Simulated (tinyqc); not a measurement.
What moves the results: donor near an oxide interface in a gate field (two-state model). A value that a table varies takes the place of the one given here.

Interface at z = 0 (hard wall), donor at z = d, field F pulling electrons to the interface: potential e F z; 1 kV/cm = 1e-5 eV/angstrom, c = hbar^2/2m0, q = e^2/(4 pi eps0), Q = (eps - eo)/(eps + eo). Donor state: E_D = e F d - ED - q Q/(4 eps d), the last term joining the images of ion and electron. Interface state: z exp(-b z/2) exp(-rho^2/(2 L^2)) with E_z = c b^2/(4 mz) + 3 e F/b + q Q b/(8 eps), minimised over b; in the plane at z = 3/b the ion (distance D = d - 3/b) and its image (D' = d + 3/b) give E_rho = c/(mt L^2) - (q/eps)(sqrt(pi)/L)[erfcx(D/L) + Q erfcx(D'/L)], erfcx(x) = exp(x^2) erfc(x), minimised over L. E_I = E_z + E_rho.

The two states couple by t = t0 exp(-D/aD) with t0 = q/(eps aD) (2 aD/L) sqrt(aD b/2) v, v a valley factor; this form is an estimate. With detuning u = E_D - E_I the splitting is sqrt(u^2 + 4 t^2) and the lower state has weight (1 - u/sqrt(u^2 + 4 t^2))/2 on the donor.

Constants: hbar^2/2m0 = 3.80998211 eV angstrom^2; e^2/(4 pi eps0) = 14.39964547 eV angstrom.

Parameters, chosen for this exercise (near those of a donor in Si below Si3N4, static dielectric constants; shifted at random, so the results belong to these values and not to a real crystal): d = 70 angstrom (depth of the donor); ED = 45.7 meV (bulk binding energy); mz = 0.913 m0 (mass across the interface); mt = 0.19 m0 (mass in the plane); eps = 11.3 (dielectric constant of the semiconductor); eo = 7.5 (dielectric constant of the oxide); aD = 17.2 angstrom (donor radius); v = 0.46 (valley factor); Fl = (86.959, 100.546, 105.981, 108.699, 111.416, 116.851, 130.438) kV/cm (fields); dl = (65, 90, 120, 155, 200, 250) angstrom (depths).

## Sweeping the field

Both levels, the splitting, the donor weight and the mean depth w d + (1 - w) 3/b.

Results:
```
F (kV/cm)  E_D (meV)  E_I (meV)  splitting (meV)  donor weight  mean depth (angstrom)
86.959        14.251     22.906             9.26         0.967                   68.7
100.546       23.762     27.083             4.52         0.868                   64.4
105.981       27.567     28.683             3.18         0.675                   56.1
108.699       29.469     29.469             2.95         0.500                   48.5
111.416       31.371     30.247             3.12         0.320                   40.6
116.851       35.176     31.779             4.43         0.117                   31.4
130.438       44.687     35.483             9.60         0.020                   26.3
```

How do the results move?

E_D rises by 0.70 and E_I by 0.29 meV per kV/cm, so they cross once, near 108.7 kV/cm, where the splitting is 2t = 2.95 meV. The donor weight passes from 0.85 to 0.15 while the detuning goes from -2t to 2t, a window of 14 kV/cm or 13 % of the field; across the table the charge moves by 42 angstrom.

## Depth of the donor

Critical field, and the coupling, E_rho and L at that field.

Results:
```
d (angstrom)  critical field (kV/cm)  e F d/ED  t (meV)  E_rho (meV)  L (angstrom)
65                             120.2     1.709      2.0       -17.44            61
90                              78.3     1.543     0.44       -13.06            76
120                             54.8     1.439    0.074       -10.07            94
155                             40.3     1.368   0.0096        -7.97           113
200                             30.0     1.311  0.00071        -6.30           135
250                             23.2     1.270  4.0e-05        -5.12           159
```

What does this show?

The critical field falls from 120 to 23 kV/cm, with exponent -1.22 in d, while t drops by a factor 5e+04, about e for each 17 angstrom at the end (aD = 17.2). One lattice plane (1.36 angstrom) of misplacement changes t by 8 % and the critical field by about 1.4 % at 120 angstrom.

## What each parameter does

Critical field (E_D = E_I), and t and L there. Each row changes one parameter from the base and keeps the others.

Results:
```
case                critical field (kV/cm)  t (meV)  L (angstrom)
base                                 108.7     1.47          63.8
d = 60 angstrom                      134.2     2.73          57.3
ED = 51.7 meV                        123.0     1.39          64.6
aD = 18.9 angstrom                   108.7     1.93          63.8
mz = 0.776 m0                        113.4     1.55          63.1
mt = 0.218 m0                        107.1     1.58          59.9
eo = 11.2                            103.9     1.38          66.0
eps = 12                             111.7     1.34          65.5
```

How do the results move?

The largest shifts from the base row, up to three for each result and ties (the steps differ in size, so this ranks the rows, not the parameters). critical field (kV/cm): d +25.5, ED +14.3, eo -4.8; unchanged at the printed digits by aD. t (meV): d +1.25, aD +0.461, eps -0.130. L (angstrom): d -6.6, mt -3.9, eo +2.2; unchanged at the printed digits by aD.

Program tinyqc; command `OMP_NUM_THREADS=1 python tinyqc.py 1251711 1251712 out.jsonl`; about 0.06 s on one thread of a shared Intel(R) Xeon(R) Processor @ 2.30GHz.
